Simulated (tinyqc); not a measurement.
Defect equilibria of an oxide against oxygen pressure (mass action): one step, computed by the program tinyqc.

Defects: oxygen vacancies V (charge +2), electrons n, holes p, the ionic partner X = V_M'' (charge -2), and the dopant. Activities are taken equal to concentrations.

Problem. Conductivities. sigma_n = e n mu_n, sigma_p = e p mu_p, sigma_ion = 2 e [V] mu_V with mu_V = 2 e D/(k_B T) and D = D_0 exp(-E_m/k_B T); only the oxygen vacancies carry ionic current, and the ionic transport number is sigma_ion over the total.

Inputs (values chosen for the exercise, for a model oxide): temperature T = 700 K; electron mobility mu_n = 0.34 cm^2/(V s); hole mobility mu_p = 1.2 cm^2/(V s); vacancy diffusion prefactor D_0 = 0.18 cm^2/s; vacancy migration energy E_m = 1.2 eV.

Ionic disorder: Schottky, oxide MO. Dopant (singly charged, fully ionised): acceptor.

n = 4.376953e+19 cm^-3

[V] = 2.523476e+19 cm^-3

p = 0.6413431 cm^-3

Constants: k_B = 8.617333262e-05 eV/K; e = 1.602176634e-19 C.

Give: sigma_n; sigma_p; sigma_ion; total conductivity; ionic transport number.

Solution.

sigma_n = 2.3843 S/cm

sigma_p = 1.2331e-19 S/cm

sigma_ion = 1.1065e-07 S/cm

total conductivity = 2.3843 S/cm

ionic transport number = 4.6408e-08

The conductor is mainly n-type electronic here.
